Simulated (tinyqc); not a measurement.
# Gap voltage and exponent from three temperatures

Inverse problem. At constant current VBE(T) = Vg0 - a T - eta (kB T/q) ln T, where a is a constant. Find Vg0, eta and dVBE/dT at the middle temperature.

Constants: q = 1.602176634e-19 C, kB = 1.380649e-23 J/K. Results are converted to the units shown.

T (K): [233, 360, 390]
VBE at a constant current (V): [0.8608898791, 0.6495007883, 0.5974987111]

Answer. The relation is linear in Vg0, a and eta, so three points give a linear system; the slope is (VBE - Vg0 - eta kB T/q)/T. eta rests on the curvature of VBE(T) alone, so real fits need accuracy of some tens of microvolts or better.

Vg0 = 1.167 V
eta = 3.300
dVBE/dT = -1.722 mV/K

Numbers from tinyqc (`OMP_NUM_THREADS=1 python tinyqc.py 2062103 2062104 out.jsonl`; about 0.02 s on one thread of a shared Intel Xeon 2.30GHz).
